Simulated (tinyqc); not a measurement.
Penn model of the dielectric constant and Phillips ionicity: one step. Penn gap from the dielectric constant. Two cases, with inputs chosen for the exercise.

Task: Start with S = 1 and repeat Eg = Ep sqrt(S/(ei - 1)) until Eg changes by less than 1e-6 eV.

n = 32/a^3; Ep^2 = 8 pi c e2 n with c = hbar^2/2m0, e2 = e^2/(4 pi eps0); EF = c (3 pi^2 n)^(2/3); eps = 1 + (Ep/Eg)^2 S with S = 1 - Eg/(4 EF) + (Eg/(4 EF))^2/3, Eg the Penn gap. Core d shells are left out.

Give: Iterations; Penn gap Eg.

Case 1.

Values chosen (out of a larger set: near those of AlAs; not measured data): ei = 8.36 (high-frequency dielectric constant).

Ep = 15.69496 eV
EF = 11.56665 eV

Result:

Iterations:
```
step  Eg in (eV)       S  Eg out (eV)
1         5.7852  0.8802       5.4276
2         5.4276  0.8873       5.4494
3         5.4494  0.8868       5.4481
4         5.4481  0.8869       5.4482
5         5.4482  0.8869       5.4482
6         5.4482  0.8869       5.4482
```

Penn gap Eg = 5.448 eV

The factor S lowers the gap by 0.337 eV from the first estimate. The Penn gap is a mean bonding-antibonding separation, near the main peak of eps2, not the smallest gap.

Case 2.

Values chosen (out of a larger set: near those of GaP; not measured data): ei = 8.89 (high-frequency dielectric constant).

Ep = 16.58719 eV
EF = 12.45157 eV

Result:

Iterations:
```
step  Eg in (eV)       S  Eg out (eV)
1         5.9052  0.8861       5.5588
2         5.5588  0.8925       5.5789
3         5.5789  0.8922       5.5777
4         5.5777  0.8922       5.5778
5         5.5778  0.8922       5.5778
6         5.5778  0.8922       5.5778
```

Penn gap Eg = 5.578 eV

The factor S lowers the gap by 0.327 eV from the first estimate. The Penn gap is a mean bonding-antibonding separation, near the main peak of eps2, not the smallest gap.

Computed by tinyqc, one run a case: `OMP_NUM_THREADS=1 python tinyqc.py N N+1 out.jsonl` with N = 1651123, 1651192; one thread of a shared Intel(R) Xeon(R) Processor @ 2.30GHz, about 0.01 s a run at most.
